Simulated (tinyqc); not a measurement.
# From one set of inputs to another, one input at a time

Model: surface photovoltage measurement of the minority-carrier diffusion length in a wafer. Computed by tinyqc, a small Python program. Command: `OMP_NUM_THREADS=1 python tinyqc.py 3130182 3130183 out.jsonl spv ladder`. One thread of a shared host (Intel(R) Xeon(R) Processor @ 2.30GHz), about 0.03 s of CPU time with the checks.

Low injection, steady light, a depletion layer much thinner than 1/alpha and L. The excess density dn is taken at the front edge of the neutral region; light that reaches the back is lost.

The inputs printed are set A. Inputs not listed in the table keep their values of set A, so the rows need not describe a real material.

Inputs (values chosen for the exercise, modelled on p-type silicon at room temperature):
```
quantity                                             value               unit
diffusion length L                                     440         micrometre
wafer thickness W                                      525         micrometre
diffusivity D                                         27.3             cm^2/s
front recombination velocity S_f                       360               cm/s
back recombination velocity S_b                     310000               cm/s
photon flux entering                               1.7e+12         1/(cm^2 s)
minority density at the surface barrier scale n_0  1.3e+08             1/cm^3
temperature T                                          298                  K
wavelength                                             997                 nm
relative noise of each reading                           0                  %
diffusion length after pair splitting over L          0.67                  -
iron factor C                                        1e+16  micrometre^2/cm^3
```

normal deviates g for the noise: 2.49  -1.05  -0.33  0.54  -0.03  1.72  0.34

Constants: k_B = 8.617333262e-05 eV/K.

Method:
- alpha = (84.732/lambda - 76.417)^2 per cm with lambda in micrometre (an empirical fit for silicon between 0.7 and 1.05 micrometre).
- Thick wafer: dn = Phi L/((S_f + D/L)(L + 1/alpha)). Finite wafer, with s = S_b L/D, w = W/L, a = alpha L: dn = [Phi a/(a^2 - 1)] [a - B - exp(-alpha W)(a - s)/(cosh w + s sinh w)]/(S_f + B D/L), B = (sinh w + s cosh w)/(cosh w + s sinh w).
- Photovoltage V = (k_B T/e) ln(1 + dn/n_0). Lifetime = L^2/D.
- Readings y = (Phi/dn) (1 + noise x g) at 780, 830, 880, 920, 950, 975 and 995 nm; a least-squares line y = c (1/alpha + L_app) gives L_app = intercept/slope.
- Splitting iron-boron pairs in boron-doped silicon shortens L; with nothing else changing, [Fe] = C (1/L_after^2 - 1/L^2). It is evaluated with the true lengths and with the apparent ones (without noise), which differ when the wafer is not thick against L.

Each row keeps all changes above it:
```
input moved                                 from       to  apparent length L_app (micrometre)  photovoltage V (mV)  [Fe] from the apparent lengths (1/cm^3)
set A                                          -        -                               314.1                57.19                                5.100e+10
front recombination velocity S_f (cm/s)      360    41000                               314.1                 5.09                                5.100e+10
wafer thickness W (micrometre)               525      300                               181.1                 4.26                                4.589e+10
diffusivity D (cm^2/s)                      27.3       27                               181.1                 4.26                                4.589e+10
photon flux entering (1/(cm^2 s))        1.7e+12  8.5e+12                               181.1                16.53                                4.589e+10
diffusion length L (micrometre)              440      260                               163.2                15.88                                1.414e+11
back recombination velocity S_b (cm/s)    310000    39000                               166.2                15.97                                1.421e+11
wavelength (nm)                              997      847                               166.2                22.75                                1.421e+11
```

Where does the difference come from?

Apparent length L_app goes from 314 to 166, a factor 0.529 in all. The largest single move comes from wafer thickness W (a factor 0.576). Photovoltage V goes from 57.2 to 22.8, a factor 0.398 in all. The largest single move comes from front recombination velocity S_f (a factor 0.0890), and photon flux entering works against it (a factor 3.88). [Fe] from the apparent lengths goes from 5.10e10 to 1.42e11, a factor 2.79 in all. The largest single move comes from diffusion length L (a factor 3.08). The single moves hold for this order of the switches; the total does not depend on the order.

Caution (all rows): dn is not small against n_0, so V is not linear in the flux; the constant-flux reading then needs dn, not V.

Extremes, crossings and ranges named in words are read from the listed rows.
